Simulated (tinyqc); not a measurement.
MOS structure on a p-type body with a surface-enhanced doping, non-linear Poisson equation by Newton steps: two steps of the calculation.

One dimension, insulator interface at x = 0, acceptor density Na + N0 exp(-x/Ls), net doping C = -(acceptor density). psi is counted from the intrinsic level: n = ni exp((psi - Vb)/Vt), p = ni exp(-psi/Vt); deep in the body psi_b = -Vt ln(Na/ni). The gate acts through Cox = eps0 eox/tox and has the potential psi_G = Vg - (phiM - chi - Vt ln(Nc/ni)). Boltzmann statistics, full ionisation, classical densities, no oxide or interface charge.

Values chosen for this exercise; band and dielectric values close to those of germanium: temperature T = 250 K; band gap Eg = 0.67 eV; conduction-band density of states at T Nc = 8.06e18 cm^-3; valence-band density of states at T Nv = 4.63e18 cm^-3; electron affinity chi = 3.95 eV; relative permittivity of the gate insulator (close to silicon dioxide) eox = 3.9; insulator thickness tox = 2.8 nm; gate work function phiM = 3.98 eV; electron quasi-Fermi potential against the body Vb = 0 V; gate voltage against the body Vg = 1.08 V.

Constants: q = 1.602176634e-19 C, kB = 1.380649e-23 J/K, Vt = kB T/q, eps0 = 8.8541878128e-14 F/cm where lengths are in cm. Results are converted to the units shown.

Problem 1. Densities, residual and Jacobian diagonal. n_i = ni exp((psi_i - Vb)/Vt), p_i = ni exp(-psi_i/Vt), rho_i = p_i - n_i + C_i, g_i = (n_i + p_i)/Vt. Box widths w_i = (h_(i-1) + h_i)/2 in cm. Residual F_i = a_i (psi_(i+1) - psi_i) - a_(i-1) (psi_i - psi_(i-1)) + q rho_i w_i; Jacobian: a_(i-1) and a_i beside the diagonal, b_i = -a_(i-1) - a_i - q g_i w_i on it. Node 0 is free: w_0 = h_0/2, F_0 = a_0 (psi_1 - psi_0) + Cox (psi_G - psi_0) + q rho_0 w_0, b_0 = -a_0 - Cox - q g_0 w_0, with Cox = eps0 eox/tox, psi_G = Vg - (phiM - chi - Vt ln(Nc/ni)). The last node is fixed.

```
node	x (nm)	psi at the start (V)	net doping C (cm^-3)
0	0	0.28233488	-4.73e18
1	0.3	0.27455650	-4.6565325e18
2	0.849	0.26046177	-4.5253986e18
3	1.86	0.23497856	-4.2947173e18
4	3.7	0.19017181	-3.9085191e18
5	7.07	0.11336934	-3.3009831e18
6	13.3	-0.01068820	-2.4507804e18
7	24.6	-0.17633690	-1.5180971e18
8	45.3	-0.28233488	-8.2240327e17
9	83.2	-0.28233488	-5.6146017e17
10	153	-0.28233488	-5.3051832e17
11	280	-0.28233488	-5.3000030e17
```

coupling a_i, interval 0 to 10 (F/cm^2): 4.7222335e-5  2.5804555e-5  1.4012562e-5  7.6992938e-6  4.2037687e-6  2.2739487e-6  1.2536903e-6  6.8438167e-7  3.7379157e-7  2.0296133e-7  1.1154882e-7
ni = 1.0780906e12 cm^-3

Give: n; p; residual F; diagonal b.

Solution 1.

```
node	n (cm^-3)	p (cm^-3)
0	5.300e17	2.193e6
1	3.694e17	3.147e6
2	1.920e17	6.053e6
3	5.883e16	1.976e7
4	7.351e15	1.581e8
5	2.080e14	5.588e9
6	6.564e11	1.771e12
7	3.005e8	3.868e15
8	2.193e6	5.300e17
9	2.193e6	5.300e17
10	2.193e6	5.300e17
11	2.193e6	5.300e17
```

```
node	residual F (1e-7 C/cm^2)	diagonal b (F/cm^2)
0	9.873	-4.851e-5
1	-0.306	-7.314e-5
2	-0.523	-3.993e-5
3	-0.873	-2.177e-5
4	-1.413	-1.192e-5
5	-2.131	-6.478e-6
6	-2.697	-3.528e-6
7	-2.530	-1.984e-6
8	-0.647	-1.261e-5
9	-0.271	-2.180e-5
10	-0.008	-3.910e-5
```

Problem 2. Converged densities and sheet charges. n and p as above; box widths w_i (half boxes at both ends); band bending psi_0 - psi_b; N_inv = sum w n; N_dep = -sum w (p + C); centroid sum w n x/N_inv; gate charge Cox (psi_G - psi_0)/q.

```
node	x (nm)	converged psi (V)	net doping C (cm^-3)
0	0	0.37474487	-4.73e18
1	0.3	0.35041288	-4.6565325e18
2	0.849	0.31040541	-4.5253986e18
3	1.86	0.24250594	-4.2947173e18
4	3.7	0.13191753	-3.9085191e18
5	7.07	-0.03181733	-3.3009831e18
6	13.3	-0.22286975	-2.4507804e18
7	24.6	-0.29863639	-1.5180971e18
8	45.3	-0.29188686	-8.2240327e17
9	83.2	-0.28370080	-5.6146017e17
10	153	-0.28236285	-5.3051832e17
11	280	-0.28233488	-5.3000030e17
```

ni = 1.0780906e12 cm^-3

Find: n; p; band bending; N_inv; N_dep; centroid of the electrons; gate charge over q.

Solution 2.

```
node	n (cm^-3)	p (cm^-3)
0	3.865e19	3.007e4
1	1.249e19	9.303e4
2	1.951e18	5.959e5
3	8.344e16	1.393e7
4	4.920e14	2.362e9
5	2.462e11	4.721e12
6	3.466e7	3.354e16
7	1.029e6	1.130e18
8	1.408e6	8.257e17
9	2.058e6	5.647e17
10	2.190e6	5.307e17
11	2.193e6	5.300e17
```

band bending = 0.6571 V
N_inv = 1.274e12 cm^-2
N_dep = 6.548e12 cm^-2
centroid of the electrons = 0.2440 nm
gate charge over q = 7.822e12 cm^-2

N_inv + N_dep is within 0.01 % of the gate charge.

tinyqc, about 0.5 s, one thread, Intel Xeon 2.30GHz (shared host): `OMP_NUM_THREADS=1 python tinyqc.py 2080077 2080078 out.jsonl`
